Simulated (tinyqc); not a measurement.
From results back to parameters: optical gain and spontaneous emission in a bulk direct-gap semiconductor. Three cases, with inputs chosen for the exercise.

Problem. The gain spectrum crosses zero at E0 = Eg + Fc + Fv; n = p is hidden.

F_j(eta) = (1/Gamma(j + 1)) integral_0^infinity x^j dx/(1 + exp(x - eta)), which tends to exp(eta) for eta << 0.

Quasi-Fermi levels: n = Nc F_1/2(Fc/kT) and p = Nv F_1/2(Fv/kT), Fc counted up from the conduction edge and Fv down from the valence edge; Nc, Nv from N = 2 (m kB T/(4 pi c))^(3/2) with c = hbar^2/2m0, in 1/angstrom^3; times 1e24 for 1/cm^3, with me and (mhh^(3/2) + mlh^(3/2))^(2/3).

Constants: hbar^2/2m0 = 3.80998211 eV angstrom^2; kB = 8.617333262e-05 eV/K.

Find: Fc; Fv; n.

Method. Fc + Fv rises steadily with n, so one n gives E0 - Eg; solve by bisection on ln n.

Case 1.

Values chosen (near those of GaN; shifted at random, so the results belong to these values and not to a real crystal): Eg = 3.395 eV (direct gap); me = 0.2071 m0 (electron mass); mhh = 1.363 m0 (heavy-hole mass); mlh = 0.3125 m0 (light-hole mass); T = 350 K.

E0 = 3.52621 eV

Solution.

Fc = 0.149 eV
Fv = -0.018 eV
n = 2.6e+19 1/cm^3

Case 2.

Values chosen (near those of InGaAs; shifted at random, so the results belong to these values and not to a real crystal): Eg = 0.758 eV (direct gap); me = 0.042 m0 (electron mass); mhh = 0.447 m0 (heavy-hole mass); mlh = 0.0517 m0 (light-hole mass); T = 300 K.

E0 = 0.83266 eV

Solution.

Fc = 0.114 eV
Fv = -0.039 eV
n = 1.6e+18 1/cm^3

Case 3.

Values chosen (near those of GaN; shifted at random, so the results belong to these values and not to a real crystal): Eg = 3.478 eV (direct gap); me = 0.1995 m0 (electron mass); mhh = 1.399 m0 (heavy-hole mass); mlh = 0.2932 m0 (light-hole mass); T = 300 K.

E0 = 3.52694 eV

Solution.

Fc = 0.083 eV
Fv = -0.035 eV
n = 1.1e+19 1/cm^3

Computed by tinyqc, one run a case: `OMP_NUM_THREADS=1 python tinyqc.py N N+1 out.jsonl` with N = 1680235, 1680259, 1680277; one thread of a shared Intel(R) Xeon(R) Processor @ 2.30GHz, about 0.1 s a run at most.
